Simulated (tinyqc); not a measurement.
Width of the well: optical transitions of a finite quantum well.

Each carrier sees a square well of width L with its own depth V and masses m (inside), mb (outside); c = hbar^2/2m0, k = sqrt(m E/c), kappa = sqrt(mb (V - E)/c), and level n solves k L + 2 atan[(k/m)/(kappa/mb)] = n pi. The envelope is cos(kz) for odd n and sin(kz) for even n inside, joins exp(-kappa (|z| - L/2)) outside, and is normalised to 1. Excitons and band mixing are left out.

Constants: hbar^2/2m0 = 3.80998211 eV angstrom^2; hc = 1239.841984 eV nm.

Values chosen for the exercise (near those of an InGaAs well in InP; the results hold for these values, not for the real material): Eg = 0.818 eV (gap of the well); Vc = 0.244 eV (conduction offset); Vv = 0.355 eV (valence offset); me = 0.0411 m0 (electron, well); meb = 0.0777 m0 (electron, barrier); mh = 0.374 m0 (heavy hole along z, well); mhb = 0.533 m0 (heavy hole, barrier); ml = 0.0521 m0 (light hole along z, well); mlb = 0.1255 m0 (light hole, barrier); Ls = (41, 55, 64, 78, 108, 159, 210) angstrom (widths).

Edge wavelength hc/(Eg + e1 + hh1), squared e1-hh1 overlap, lh1 - hh1, and the 1-2 intersubband energy with f_12 = (m1/c) E12 z_12^2, 1/m1 = <1|1/m|1> (dash: e2 unbound).

Results:
```
L (angstrom)  edge (nm)  overlap^2  lh1 - hh1 (meV)  E12 (meV)   f_12
41               1293.4     0.8260             71.1          -      -
55               1348.2     0.8719             54.5          -      -
64               1373.4     0.8914             46.5      174.4  0.460
78               1402.6     0.9133             37.2      156.1  0.930
108              1441.2     0.9416             24.6      107.5  0.975
159              1472.9     0.9652             14.1       61.8  0.967
210              1488.0     0.9768              9.1       39.9  0.963
```

What can be read from this table?

The edge tunes from 1293 to 1488 nm, towards hc/Eg = 1516 nm, while the overlap goes from 0.826 to 0.977. e2 binds at L = pi sqrt(c/(me Vc)) = 61.2 angstrom; f_12 starts from zero there and is 0.460 at 64 angstrom, the rest going to the continuum; among the widths listed it peaks at 0.975 (108 angstrom) and is 0.963 in the widest well, against 0.961 for hard walls.

tinyqc: `OMP_NUM_THREADS=1 python tinyqc.py 1282078 1282079 out.jsonl`; about 0.1 s, one thread, shared Intel(R) Xeon(R) Processor @ 2.30GHz.
